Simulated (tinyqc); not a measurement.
Atomic layer deposition: Langmuir saturation, growth per cycle and coating of deep features: one step, computed by the program tinyqc.

Precursor A sticks only on free sites, so a long enough pulse saturates; co-reactant B then frees the sites again.

Task: The first four cycles. One cycle from coverage th0: pulse A gives th1 = th_s + (th0 - th_s) exp(-(k_a + k_d) t), th_s = k_a/(k_a + k_d); the purge leaves th2 = th1 exp(-k_d t_p); pulse B converts c_B th2 into film and leaves th3 = (1 - c_B) th2. Growth = G c_B th2. Start from th0 = 0.

Inputs (values chosen for the exercise, modelled on silicon dioxide from an aminosilane and ozone):
```
quantity                              value      unit
growth per cycle at saturation G        1.1  angstrom
temperature T                           125         C
pulse time t                           0.38         s
co-reactant completion per pulse c_B   0.95         -
purge time t_p                          4.7         s
```

k_a = 74.87684 1/s

k_d = 0.01157640 1/s

Give: Cycles.

Result:

Cycles:
```
cycle      th0     th1     th2      th3  growth (angstrom)
1      0.00000  0.9998  0.9469  0.04734             0.9895
2      0.04734  0.9998  0.9469  0.04734             0.9895
3      0.04734  0.9998  0.9469  0.04734             0.9895
4      0.04734  0.9998  0.9469  0.04734             0.9895
```
